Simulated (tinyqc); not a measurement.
# From one set of inputs to another, one input at a time

Model: implant damage, amorphisation by cascade overlap, and solid-phase epitaxial regrowth. Computed by tinyqc, a small Python program. Command: `OMP_NUM_THREADS=1 python tinyqc.py 3114172 3114173 out.jsonl sper ladder`. One thread of a shared host (Intel(R) Xeon(R) Processor @ 2.30GHz), about 0.01 s of CPU time with the checks.

Range and width of the damage are inputs. Dynamic annealing enters only through the surviving share f.

The inputs printed are set A. Set A is modelled on antimony ions in germanium; the values taken over come from a set modelled on indium ions in silicon. Inputs not listed in the table keep their values of set A, so the rows need not describe a real material.

Inputs (values chosen for the exercise, modelled on antimony ions in germanium): atomic density N = 44.2 1/nm^3; ion Z1 = 51; ion mass M1 = 121.8 u; target Z2 = 32; target mass M2 = 72.63 u; ion energy E = 69 keV; displacement energy E_d = 17 eV; depth of the damage peak R_d = 22 nm; width of the damage profile s_d = 10 nm; share of defects that survive f = 0.7; critical displaced share x_c = 0.1; dose Q = 3.8e+15 1/cm^2; regrowth prefactor v0 = 3.4e+16 nm/s; regrowth energy E_a = 2.14 eV; anneal temperature = 392 C; rate relative to (100) = 0.04; peak enhancement by the dopant = 2.8; ramp rate = 100 K/s.

Constants: a_0 = 0.529177210903 angstrom; e^2/(4 pi eps_0) = 14.39964548 eV angstrom; k_B = 8.617333262e-05 eV/K.

Method:
- Robinson partition: eps = E a M2/(Z1 Z2 (e^2/(4 pi eps_0)) (M1 + M2)), a = 0.8853 a_0/sqrt(Z1^(2/3) + Z2^(2/3)); k = 0.0793 Z1^(2/3) Z2^(1/2) (M1 + M2)^(3/2)/((Z1^(2/3) + Z2^(2/3))^(3/4) M1^(3/2) M2^(1/2)); damage energy T_d = E/(1 + k (eps + 0.40244 eps^(3/4) + 3.4008 eps^(1/6))); displacements nu = 0.8 T_d/(2 E_d).
- Displaced share x(z) = f nu Q exp(-(z - R_d)^2/(2 s_d^2))/(sqrt(2 pi) s_d N); the layer is amorphous where x > x_c, between R_d -/+ s_d sqrt(2 ln(x_max/x_c)), the upper edge being cut at the surface. Threshold dose Q_c = Q x_c/x_max.
- v = v0 x orientation factor x exp(-E_a/(k_B T)) x [1 + (enhancement - 1) exp(-(z - R_d)^2/(2 s_d^2))], T = anneal temperature + 273.15 K; the dopant is taken to follow the damage profile; the lower front moves from the lower edge z2 to the surface, or to the middle (z1 + z2)/2 of a buried layer with upper edge z1; time = int dz/v; the equivalent undoped distance is that time times the undoped velocity.
- On a linear ramp from 200 C regrowth ends at the T_f where int v_undoped dT/(ramp rate) equals the equivalent undoped distance.

Each row keeps all changes above it:
```
input moved                              from       to  lower edge (nm)  time with enhancement (s)  temperature at which regrowth ends (C)
set A                                       -        -           55.682                 4.2283e+02                                  556.24
width of the damage profile s_d (nm)       10      8.2           50.098                 3.9605e+02                                  554.55
dose Q (1/cm^2)                       3.8e+15  2.5e+14           42.581                 1.4590e+02                                  529.43
anneal temperature (C)                    392      643           42.581                 5.2687e-03                                  529.43
ion energy E (keV)                         69       40           40.815                 4.5708e-03                                  525.98
ramp rate (K/s)                           100      110           40.815                 4.5708e-03                                  528.29
peak enhancement by the dopant            2.8        4           40.815                 3.6605e-03                                  522.92
critical displaced share x_c              0.1     0.13           39.852                 3.3246e-03                                  520.62
```

Where does the difference come from?

Lower edge goes from 55.7 to 39.9, a factor 0.716 in all. The largest single move comes from dose Q (a factor 0.850). Time with enhancement goes from 423 to 0.00332, a factor 7.86e-6 in all. The largest single move comes from anneal temperature (a factor 3.61e-5). Temperature at which regrowth ends goes from 556 to 521, a factor 0.936 in all. The largest single move comes from dose Q (a factor 0.955). The single moves hold for this order of the switches; the total does not depend on the order.

Caution (all rows): regrowth on (111) is not only slow but leaves twins, which a single velocity does not describe.

Extremes, crossings and ranges named in words are read from the listed rows.
